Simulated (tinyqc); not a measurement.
Read current of a NAND string, cells in series solved by shooting: one step of the calculation.

Cells in series, numbered from 0 at the source line (0 V) to the bit line, each followed by a gap resistance Rg. A cell with gate Vg, threshold VT, source Vs and drain Vd passes I = 2 nf K Vt^2 [F(Vs) - F(Vd)]/(1 + th max(Vg - VT, 0)), F(V) = ln^2(1 + exp((Vg - VT - nf V)/(2 nf Vt))). The selected cell has Vg = Vr, the others Vg = Vp.

Question. Node voltages for a trial current. For a trial current I start at 0 V and, cell by cell (the selected one is cell 0), solve for the drain: sqrt(F(Vd)) = sqrt(F(Vs) - I/k), k = 2 nf K Vt^2/(1 + th max(Vg - VT, 0)), Vd = [Vg - VT - 2 nf Vt ln(exp(sqrt F) - 1)]/nf, then add I Rg.

Values chosen for this exercise; values of the order met in vertical NAND strings:

| symbol | value | unit | meaning |
|---|---|---|---|
| T | 300 | K | temperature |
| K | 10 | uA/V^2 | gain factor of a cell |
| nf | 2.2 |  | slope factor |
| th | 0.18 | 1/V | mobility reduction factor |
| Rg | 1 | kohm | resistance of the gap between cells |
| Vbl | 0.7 | V | bit-line voltage |
| Vp | 6.3 | V | pass voltage |
| Vr | 2.84 | V | read voltage on the selected word line |

Constants: q = 1.602176634e-19 C, kB = 1.380649e-23 J/K, Vt = kB T/q. Results are converted to the units shown.

second trial current = 1.4 uA
thresholds from the source end, cell 0 to 4 (V): [1.6, 4.3, -0.9, -0.9, 4.3]

Give: node voltage after each cell and gap, trial 2.

Answer.

node voltage after each cell and gap, trial 2, cell 0 to 4 (V): [0.16256, 0.29063, 0.34144, 0.39312, 0.60544]

Computed by the program tinyqc: `OMP_NUM_THREADS=1 python tinyqc.py 2142105 2142106 out.jsonl`, one thread of a shared Intel Xeon 2.30GHz, about 1 s for the whole run.
